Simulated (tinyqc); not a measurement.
# From resistivity rho back to grain size over metal width

Model: size effects in the resistivity of thin metal films and interconnect lines. Computed by tinyqc, a small Python program. Command: `OMP_NUM_THREADS=1 python tinyqc.py 3008682 3008683 out.jsonl size inv`. One thread of a shared host (Intel(R) Xeon(R) Processor @ 2.30GHz), about 0.01 s of CPU time with the checks.

Electrons lose their drift at surfaces (a share 1 - p of the hits) and at grain boundaries (reflection R), besides bulk scattering. The line sits in a trench with a non-conducting liner on both walls and the bottom; the spacing equals the drawn width.

Inputs (values chosen for the exercise, modelled on nickel):
```
quantity                          value         unit
bulk resistivity rho_b             6.71  microohm cm
bulk mean free path lambda         5.85           nm
specularity p                         0            -
grain-boundary reflection R        0.31            -
drawn line width w                   61           nm
aspect ratio (height over width)    2.4            -
liner thickness t                   0.5           nm
line length                         1.2   micrometre
permittivity of the dielectric k    2.5            -
```

Geometry: line.

Constants: eps_0 = 8.8541878128e-12 F/m.

Method:
- Metal width w_m = w - 2t, height h_m = (aspect ratio) w - t, grain size D = (ratio) w_m.
- Mayadas-Shatzkes: alpha = (lambda/D) R/(1 - R); rho_b/rho = 1 - 3 alpha/2 + 3 alpha^2 - 3 alpha^3 ln(1 + 1/alpha).
- Fuchs-Sondheimer film: rho_b/rho = 1 - (3/(2 kappa))(1 - p) int_0^1 (s - s^3)(1 - exp(-kappa/s))/(1 - p exp(-kappa/s)) ds, f = rho/rho_b, kappa = thickness/lambda, 80 Gauss-Legendre points.
- Line: the excess of a film of thickness w_m and of a film of thickness h_m are added, rho/rho_b = 1 + (f(w_m) - 1) + (f(h_m) - 1), an estimate that holds best when both sides exceed lambda.
- Total: rho = rho_b [1 + surface excess + grain excess]; resistance per length rho/(w_m h_m); capacitance per length C = 2 k eps_0 (aspect ratio + 1/2), a parallel-plate estimate for two neighbours plus a fixed term for the planes above and below; delay 0.38 R C L^2; effective resistivity per drawn area.

Problem. A run gave the result below. Find the grain size over metal width, known to lie between 2.1 and 4.2.

resistivity rho = 7.223829 microohm cm

Solution.

Each step takes the trial c = (a f_b - b f_a)/(f_b - f_a), f being the result less the target and a, b, c the logarithms of the listed values; c replaces end b, the old b replaces a if the sign of f changed, and otherwise f_a is halved.

Scan of the range:
```
grain size over metal width  resistivity rho (microohm cm)
2.10                                               7.27524
2.36                                               7.25246
2.65                                               7.23229
2.97                                               7.21459
3.33                                               7.19872
3.74                                               7.18436
4.20                                               7.17157
```

False position (Illinois rule, in the logarithm of the input) inside the bracket:
```
step    end a    end b    trial  resistivity rho (microohm cm)
1     2.65000  2.97000  2.79848                        7.22358
2     2.65000  2.79848  2.79001                        7.22405
3     2.79848  2.79001  2.79401                        7.22383
4     2.79001  2.79401  2.79400                        7.22383
```

Resistivity rho falls at every point of a 13-point scan of the range (every second point is shown), so one value fits; it is bracketed by 2.65 and 2.97. Answer: grain size over metal width = 2.794.
